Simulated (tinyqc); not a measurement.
The window of frequencies: the 3-omega method: a line heater on a substrate with a thin film. Computed by tinyqc, a small Python program. Command: `OMP_NUM_THREADS=1 python tinyqc.py 3001185 3001186 out.jsonl threeomega walk`. One thread of a shared host (Intel(R) Xeon(R) Processor @ 2.30GHz), about 0.01 s of CPU time with the checks.

A current at angular frequency omega = 2 pi f heats the line at 2 omega with the amplitude P per length; the temperature swing Delta T at 2 omega gives a voltage at 3 omega. The substrate is taken as semi-infinite and isotropic, and the heat capacity of heater and film is left out.

Inputs (values chosen for the exercise, modelled on alumina on gallium nitride):
```
quantity,value,unit
substrate conductivity kappa,180,W/(m K)
substrate heat capacity C,3.04,1e6 J/(m^3 K)
heater half-width b,7.1,micrometre
power amplitude per length P,41,W/m
current frequency f,2000,Hz
substrate thickness d_s,380,micrometre
```

Method:
- D = kappa/C; q = sqrt(2 i omega/D); penetration depth 1/|q| = sqrt(D/(2 omega)).
- Delta T_s = (P/(pi kappa)) int_0^infinity (sin x/x)^2 / sqrt(x^2 + (q b)^2) dx with (q b)^2 = i |q b|^2, averaged over the heater width (12 Gauss-Legendre points on each of the pieces 0, 14 log-spaced edges from 1e-5 to 1, and multiples of pi to 40 pi; the tail adds 1/(4 (40 pi)^2)).
- For |q| b much below 1: Delta T_s = (P/(pi kappa)) [-ln(|q| b) + eta - i pi/4], eta = 3/2 - C_E = 0.92278, with Euler's C_E = 0.5772157.
- The slope value uses each f and 2f: kappa = P ln 2/(2 pi [Delta T(f) - Delta T(2f)]).

diffusivity D = 59.2105 mm^2/s

Bare substrate:
```
f (Hz),penetration depth (micrometre),|q| b,in-phase (K),out-of-phase (K),narrow-line form (K),kappa from the slope (W/(m K))
0.93,2250.9,0.0031543,0.48445,-0.056944,0.48445,180.00
9.3,711.79,0.0099748,0.40098,-0.056938,0.40098,180.01
93,225.09,0.031543,0.31752,-0.056891,0.31751,180.07
470,100.13,0.070911,0.25882,-0.056722,0.25877,180.34
1900,49.799,0.14257,0.20833,-0.056218,0.20814,181.36
9300,22.509,0.31543,0.15148,-0.054338,0.15056,186.48
37000,11.285,0.62917,0.10392,-0.049775,0.10050,204.41
190000,4.9799,1.4257,0.055406,-0.037761,0.041189,292.36
930000,2.2509,3.1543,0.025549,-0.021888,-0.016385,603.33
5.60e+06,0.91728,7.7403,0.010404,-0.0097991,-0.081469,1484.3
```

What follows from these numbers?

The slope gives kappa within 1 % up to |q| b = 0.14 (f = 1900 Hz) among these rows. The penetration depth stays under d_s/5 = 76 micrometre from f = 1900 Hz up, so that row alone meets both conditions. At high f the flow turns one-dimensional: in-phase and out-of-phase parts become equal in size (ratio 0.94 in the last row) and fall as f^(-1/2) (exponent -0.50).
